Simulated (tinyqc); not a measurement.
Lossy on-chip transmission line with skin effect: one step of the calculation.

A uniform line in a homogeneous dielectric: c = sqrt(er)/(c0 Z0), l = Z0 sqrt(er)/c0 (c0 = 299792458 m/s), g = w c td, w = 2 pi f. The resistance joins its limits as r = sqrt(r_dc^2 + r_hf^2), with r_dc = rho/(wd th), r_hf = kr rho/(2 delta (wd + th)), delta = sqrt(rho/(pi f mu0)), mu0 = 4 pi 1e-7 H/m; this is an interpolation, and internal inductance, up to 0.05 nH/mm at low frequency, is neglected.

Problem. Reflection, input impedance and transfer. ZL = 1/(1/RL + i w CL); reflection (ZL - Zc)/(ZL + Zc); Zin = Zc (ZL + Zc tanh(gamma len))/(Zc + ZL tanh(gamma len)); H = V_load/V_source = [Zin/(Zin + Rg)]/[cosh(gamma len) + (Zc/ZL) sinh(gamma len)].

Values chosen for this exercise:
- Rg = 50 ohm (source resistance)
- RL = 50 ohm (load resistance)
- CL = 20 fF (load capacitance)
- f = 7.4 GHz (frequency)

gamma len = 0.10999132+0.26487835i
Zc = 38.456992-15.744376i ohm

Find: ZL; reflection at the load; Zin; H; |H|.

Solution.

ZL = 49.892-2.320i ohm
reflection at the load = 0.09442+0.17125i
Zin = 53.034-12.159i ohm
H = 0.43858-0.13003i
|H| = -6.7931 dB

tinyqc, about 0.01 s, one thread, Intel Xeon 2.30GHz (shared host): `OMP_NUM_THREADS=1 python tinyqc.py 2810145 2810146 out.jsonl`
